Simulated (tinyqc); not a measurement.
## Gap and screening length from two transmissions

Inverse problem. At the source junction of a tunnel FET, T(w) = exp(-S), S = 2 pi lam sqrt(m/(C Eg)) [w + Eg/2 - sqrt(w (w + Eg))], C = hbar^2/(2 m0). Find Eg (between 0.1 and 3 eV) and lam.

Values chosen for this exercise:
```
symbol  value  unit                               meaning
m       0.042    m0  band-edge mass of the two-band model
```

Constants: q = 1.602176634e-19 C, hbar = 1.054571817e-34 J s, m0 = 9.1093837015e-31 kg, hbar^2/(2 m0) = 0.0380998212 eV nm^2. Results are converted to the units shown.

T(w) at w = 0.08 and 0.28 eV: 0.0013277115  0.019466732

Answer. The ratio of the two exponents depends on Eg alone and falls steadily with it, which fixes Eg; either exponent then gives lam.

ratio of the two S = 1.68
Eg = 0.731 eV
lam = 4.50 nm

Program tinyqc, `OMP_NUM_THREADS=1 python tinyqc.py 2620030 2620031 out.jsonl`; Intel Xeon 2.30GHz, shared host, one thread, about 0.01 s.
